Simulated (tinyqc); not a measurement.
MP2 on RHF in the sto-3g basis, frozen core, for BeH2, spin multiplicity 1, step by step. One step of it, computed by the program tinyqc.

Problem. Iteration 1: building the Fock matrix. J_ij = sum D_kl (ij|kl), K_ij = sum D_kl (ik|jl); F = H + J - 0.5 K; E = tr D H + tr D J / 2 - 0.25 tr D K + E_nn.

D at the start, order 1Be 1s, 1Be 2s, 1Be 2px, 1Be 2py, 1Be 2pz, 2H 1s, 3H 1s:
$$\begin{pmatrix}
2.153546 & -0.519819 & 0.000000 & 0.000000 & 0.001227 & -0.029058 & -0.029058 \\
-0.519819 & 2.032872 & 0.000000 & 0.000000 & -0.002759 & 0.133947 & 0.133947 \\
0.000000 & 0.000000 & 0.000000 & 0.000000 & 0.000000 & 0.000000 & 0.000000 \\
0.000000 & 0.000000 & 0.000000 & 0.003468 & 0.000000 & 0.039085 & -0.039085 \\
0.001227 & -0.002759 & 0.000000 & 0.000000 & 0.000013 & 0.001849 & 0.001849 \\
-0.029058 & 0.133947 & 0.000000 & 0.039085 & 0.001849 & 0.891102 & 0.010214 \\
-0.029058 & 0.133947 & 0.000000 & -0.039085 & 0.001849 & 0.010214 & 0.891102
\end{pmatrix}$$

core Hamiltonian H = T + V (hartree), order 1Be 1s, 1Be 2s, 1Be 2px, 1Be 2py, 1Be 2pz, 2H 1s, 3H 1s:
$$\begin{pmatrix}
-8.604043 & -2.123503 & 0.000000 & 0.000000 & -0.001724 & -0.465993 & -0.465993 \\
-2.123503 & -2.802511 & 0.000000 & 0.000000 & -0.015072 & -1.149822 & -1.149822 \\
0.000000 & 0.000000 & -2.264239 & 0.000000 & 0.000000 & 0.000000 & 0.000000 \\
0.000000 & 0.000000 & 0.000000 & -2.474986 & 0.000000 & -1.222799 & 1.222799 \\
-0.001724 & -0.015072 & 0.000000 & 0.000000 & -2.264878 & -0.068878 & -0.068878 \\
-0.465993 & -1.149822 & 0.000000 & -1.222799 & -0.068878 & -2.117115 & -0.088695 \\
-0.465993 & -1.149822 & 0.000000 & 1.222799 & -0.068878 & -0.088695 & -2.117115
\end{pmatrix}$$

Two-electron integrals (ij|kl) in chemists' order, unique and non-zero (hartree):
```
(11|11) 2.298831    (21|11) 0.392036    (21|21) 0.079539    (22|11) 0.570988
(22|21) 0.143041    (22|22) 0.417683    (31|31) 0.014607    (32|31) 0.021888
(32|32) 0.092265    (33|11) 0.569578    (33|21) 0.143083    (33|22) 0.417589
(33|33) 0.449859    (41|41) 0.014607    (42|41) 0.021888    (42|42) 0.092265
(43|43) 0.024249    (44|11) 0.569578    (44|21) 0.143083    (44|22) 0.417589
(44|33) 0.401360    (44|44) 0.449859    (51|51) 0.014607    (52|51) 0.021888
(52|52) 0.092265    (53|53) 0.024249    (54|54) 0.024249    (55|11) 0.569578
(55|21) 0.143083    (55|22) 0.417589    (55|33) 0.401360    (55|44) 0.401360
(55|55) 0.449859    (61|11) 0.083929    (61|21) 0.017018    (61|22) 0.030856
(61|33) 0.030635    (61|41) 0.001509    (61|42) 0.002841    (61|44) 0.031312
(61|51) 0.000083    (61|52) 0.000157    (61|54) 0.000037    (61|55) 0.030637
(61|61) 0.003820    (62|11) 0.199792    (62|21) 0.050763    (62|22) 0.160991
(62|33) 0.154933    (62|41) 0.006646    (62|42) 0.040410    (62|44) 0.172907
(62|51) 0.000366    (62|52) 0.002226    (62|54) 0.000990    (62|55) 0.154988
(62|61) 0.012014    (62|62) 0.091608    (63|31) 0.004711    (63|32) 0.021922
(63|43) 0.007037    (63|53) 0.000388    (63|63) 0.008535    (64|11) 0.212684
(64|21) 0.054708    (64|22) 0.181984    (64|33) 0.171198    (64|41) 0.010814
(64|42) 0.062921    (64|44) 0.203317    (64|51) 0.000336    (64|52) 0.002259
(64|54) 0.001382    (64|55) 0.171252    (64|61) 0.013546    (64|62) 0.117899
(64|64) 0.156887    (65|11) 0.011717    (65|21) 0.003014    (65|22) 0.010026
(65|33) 0.009431    (65|41) 0.000336    (65|42) 0.002259    (65|44) 0.010426
(65|51) 0.004729    (65|52) 0.022046    (65|54) 0.007092    (65|55) 0.010210
(65|61) 0.000746    (65|62) 0.006495    (65|64) 0.008173    (65|65) 0.008985
(66|11) 0.366133    (66|21) 0.094716    (66|22) 0.336297    (66|33) 0.311896
(66|41) 0.014703    (66|42) 0.114853    (66|44) 0.384612    (66|51) 0.000810
(66|52) 0.006327    (66|54) 0.004006    (66|55) 0.312117    (66|61) 0.023029
(66|62) 0.241991    (66|64) 0.330949    (66|65) 0.018232    (66|66) 0.774606
(71|11) 0.083929    (71|21) 0.017018    (71|22) 0.030856    (71|33) 0.030635
(71|41) -0.001509   (71|42) -0.002841   (71|44) 0.031312    (71|51) 0.000083
(71|52) 0.000157    (71|54) -0.000037   (71|55) 0.030637    (71|61) 0.003487
(71|62) 0.010139    (71|64) 0.010522    (71|65) 0.000635    (71|66) 0.018675
(71|71) 0.003820    (72|11) 0.199792    (72|21) 0.050763    (72|22) 0.160991
(72|33) 0.154933    (72|41) -0.006646   (72|42) -0.040410   (72|44) 0.172907
(72|51) 0.000366    (72|52) 0.002226    (72|54) -0.000990   (72|55) 0.154988
(72|61) 0.010139    (72|62) 0.047981    (72|64) 0.049402    (72|65) 0.003357
(72|66) 0.093634    (72|71) 0.012014    (72|72) 0.091608    (73|31) 0.004711
(73|32) 0.021922    (73|43) -0.007037   (73|53) 0.000388    (73|63) 0.003557
(73|73) 0.008535    (74|11) -0.212684   (74|21) -0.054708   (74|22) -0.181984
(74|33) -0.171198   (74|41) 0.010814    (74|42) 0.062921    (74|44) -0.203317
(74|51) -0.000336   (74|52) -0.002259   (74|54) 0.001382    (74|55) -0.171252
(74|61) -0.010522   (74|62) -0.049402   (74|64) -0.048969   (74|65) -0.003403
(74|66) -0.095230   (74|71) -0.013546   (74|72) -0.117899   (74|74) 0.156887
(75|11) 0.011717    (75|21) 0.003014    (75|22) 0.010026    (75|33) 0.009431
(75|41) -0.000336   (75|42) -0.002259   (75|44) 0.010426    (75|51) 0.004729
(75|52) 0.022046    (75|54) -0.007092   (75|55) 0.010210    (75|61) 0.000635
(75|62) 0.003357    (75|64) 0.003403    (75|65) 0.003787    (75|66) 0.006698
(75|71) 0.000746    (75|72) 0.006495    (75|74) -0.008173   (75|75) 0.008985
(76|11) 0.015014    (76|21) 0.003715    (76|22) 0.010505    (76|33) 0.010342
(76|44) 0.010815    (76|51) 0.000054    (76|52) 0.000261    (76|55) 0.010352
(76|61) 0.000805    (76|62) 0.004163    (76|64) 0.004778    (76|65) 0.000323
(76|66) 0.008936    (76|71) 0.000805    (76|72) 0.004163    (76|74) -0.004778
(76|75) 0.000323    (76|76) 0.000269    (77|11) 0.366133    (77|21) 0.094716
(77|22) 0.336297    (77|33) 0.311896    (77|41) -0.014703   (77|42) -0.114853
(77|44) 0.384612    (77|51) 0.000810    (77|52) 0.006327    (77|54) -0.004006
(77|55) 0.312117    (77|61) 0.018675    (77|62) 0.093634    (77|64) 0.095230
(77|65) 0.006698    (77|66) 0.184492    (77|71) 0.023029    (77|72) 0.241991
(77|74) -0.330949   (77|75) 0.018232    (77|76) 0.008936    (77|77) 0.774606
```

nuclear repulsion = 3.13221528 hartree

Give: Coulomb J; exchange K; Fock matrix F; total energy of this density.

Solution.

Coulomb J (hartree), order 1Be 1s, 1Be 2s, 1Be 2px, 1Be 2py, 1Be 2pz, 2H 1s, 3H 1s:
$$\begin{pmatrix}
6.4892 & 1.2555 & 0.0000 & 0.0000 & 0.0016 & 0.2705 & 0.2705 \\
1.2555 & 2.6422 & 0.0000 & 0.0000 & 0.0125 & 1.0537 & 1.0537 \\
0.0000 & 0.0000 & 2.5905 & 0.0000 & 0.0000 & 0.0000 & 0.0000 \\
0.0000 & 0.0000 & 0.0000 & 2.7349 & 0.0000 & 1.2112 & -1.2112 \\
0.0016 & 0.0125 & 0.0000 & 0.0000 & 2.5910 & 0.0681 & 0.0681 \\
0.2705 & 1.0537 & 0.0000 & 1.2112 & 0.0681 & 2.3507 & 0.0687 \\
0.2705 & 1.0537 & 0.0000 & -1.2112 & 0.0681 & 0.0687 & 2.3507
\end{pmatrix}$$

exchange K (hartree), order 1Be 1s, 1Be 2s, 1Be 2px, 1Be 2py, 1Be 2pz, 2H 1s, 3H 1s:
$$\begin{pmatrix}
4.7113 & 0.8286 & 0.0000 & 0.0000 & 0.0019 & 0.1983 & 0.1983 \\
0.8286 & 1.1229 & 0.0000 & 0.0000 & 0.0144 & 0.6109 & 0.6109 \\
0.0000 & 0.0000 & 0.2239 & 0.0000 & 0.0000 & 0.0000 & 0.0000 \\
0.0000 & 0.0000 & 0.0000 & 0.5407 & 0.0000 & 0.4176 & -0.4176 \\
0.0019 & 0.0144 & 0.0000 & 0.0000 & 0.2249 & 0.0237 & 0.0237 \\
0.1983 & 0.6109 & 0.0000 & 0.4176 & 0.0237 & 0.9633 & 0.1302 \\
0.1983 & 0.6109 & 0.0000 & -0.4176 & 0.0237 & 0.1302 & 0.9633
\end{pmatrix}$$

Fock matrix F (hartree), order 1Be 1s, 1Be 2s, 1Be 2px, 1Be 2py, 1Be 2pz, 2H 1s, 3H 1s:
$$\begin{pmatrix}
-4.4704 & -1.2823 & 0.0000 & 0.0000 & -0.0011 & -0.2947 & -0.2947 \\
-1.2823 & -0.7217 & 0.0000 & 0.0000 & -0.0098 & -0.4015 & -0.4015 \\
0.0000 & 0.0000 & 0.2143 & 0.0000 & 0.0000 & 0.0000 & 0.0000 \\
0.0000 & 0.0000 & 0.0000 & -0.0105 & 0.0000 & -0.2204 & 0.2204 \\
-0.0011 & -0.0098 & 0.0000 & 0.0000 & 0.2136 & -0.0126 & -0.0126 \\
-0.2947 & -0.4015 & 0.0000 & -0.2204 & -0.0126 & -0.2481 & -0.0851 \\
-0.2947 & -0.4015 & 0.0000 & 0.2204 & -0.0126 & -0.0851 & -0.2481
\end{pmatrix}$$

total energy of this density = -15.355953 hartree

This density is the starting one; it is not idempotent, so its energy is not variational and may lie below the converged one.
